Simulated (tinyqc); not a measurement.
Inside a calculation. Method: CIS on RHF in the sto-3g basis, for H3+, spin multiplicity 1. One step of it, computed by the program tinyqc.

Task: CIS matrix, singlets. A(ia,jb) = (e_a - e_i) d_ij d_ab + 2 (ia|jb) - (ij|ab).

orbital energies (hartree): MO1 -1.073167, MO2 -0.093851, MO3 -0.093482

Two-electron integrals over orbitals (pq|rs), unique and non-zero (hartree):
```
(11|11) 0.568236    (21|11) -0.000037   (21|21) 0.144672    (22|11) 0.554123
(22|21) 0.064798    (22|22) 0.641283    (31|11) 0.000042    (31|22) -0.074286
(31|31) 0.144676    (32|11) 8.07e-09    (32|21) -0.074322   (32|22) -0.000032
(32|31) -0.064782   (32|32) 0.077938    (33|11) 0.554189    (33|21) -0.064814
(33|22) 0.485438    (33|31) 0.074304    (33|32) 0.000032    (33|33) 0.641308
```

Give: CIS matrix A, singlet.

Result:

CIS matrix A, singlet (hartree):
```
       1>2    1>3
1>2  0.715  0.000
1>3  0.000  0.715
```
